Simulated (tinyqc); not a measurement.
## Deep-level transient spectroscopy: the DLTS spectrum

Schottky contact on an n-type layer with shallow donors Nd (all ionised) and a donor-like deep trap, neutral when filled and positive when empty; depletion approximation. Traps within lam of the depletion edge stay filled. A long pulse to Vp fills the traps beyond x1 = Wp - lam; back at Vr those between x1 and x2 = Wr - lam emit. A rate window reads S = C(t2) - C(t1).

Emission rate en = sn vth(T) Nc(T) exp(-Et/kB T) = sn g T^2 exp(-Et/kB T), g = vth Nc/(300 K)^2, as vth goes as T^0.5 and Nc as T^1.5 (degeneracy factor 1). lam = sqrt(2 eps0 eps_r (EF - ET)/(q Nd)), EF - ET = Et - (kB T/q) ln(Nc(T)/Nd), Nc(T) = Nc (T/300 K)^1.5. In the steady state at the band bending V, 2 eps0 eps_r V/q = Nd W^2 + Nt (W - lam)^2 (the second term only if W > lam). W(t)^2 = Wr^2 + (Nt/Nd)(x2^2 - x1^2) exp(-en t), C = eps0 eps_r/W; for small Nt, dC/C = -(Nt/2 Nd) G exp(-en t) with G = (x2^2 - x1^2)/Wr^2. For an exponential transient S peaks where en = ew = ln(t2/t1)/(t2 - t1).

Values chosen for this exercise; material values close to those of indium phosphide:
- eps_r = 12.4 (relative permittivity)
- Nc = 5.61e17 cm^-3 (conduction-band density of states at 300 K)
- vth = 4.2e7 cm/s (thermal velocity at 300 K)
- Nd = 2.8e16 cm^-3 (shallow donor density)
- Vbi = 0.84 V (built-in voltage)
- Et = 0.33 eV (depth of the trap below the conduction edge)
- sn = 2.5e-15 cm^2 (capture cross-section)
- Nt = 1.4e15 cm^-3 (trap density)
- Vr = 7 V (reverse bias)
- Vp = 0 V (reverse bias during the filling pulse)
- t1 = 0.5 ms (first sampling time)
- t2 = 2.5 ms (second sampling time)

Constants: q = 1.602176634e-19 C, kB = 1.380649e-23 J/K, eps0 = 8.8541878128e-14 F/cm where lengths are in cm. Results are converted to the units shown.

Results:
```
T (K)  en (1/s)  S (pF/cm^2)
184       20.27        10.61
191       46.83        23.65
198       102.2        47.81
206       234.5        91.36
213       461.9        132.6
227        1590        122.1
234        2799        69.86
241        4775        26.24
249        8493        4.105
256     1.367e4       0.3090
263     2.149e4     0.006223
```

Estimate the missing row, T = 220 K.

Computed row:
```
T (K)  en (1/s)  S (pF/cm^2)
220       873.1        149.3
```

With this row back in the table: S goes from 10.6 through a maximum of 149 (at T = 220 K among the rows listed) to 0.00622 pF/cm^2; en equals ew = 805 1/s at 219.1 K. Colder, the trap has hardly emitted by t2; warmer, it is empty before t1. Rows above half of the largest S span 206 to 227 K.

tinyqc, about 0.01 s, one thread, Intel Xeon 2.30GHz (shared host): `OMP_NUM_THREADS=1 python tinyqc.py 2050002 2050003 out.jsonl`
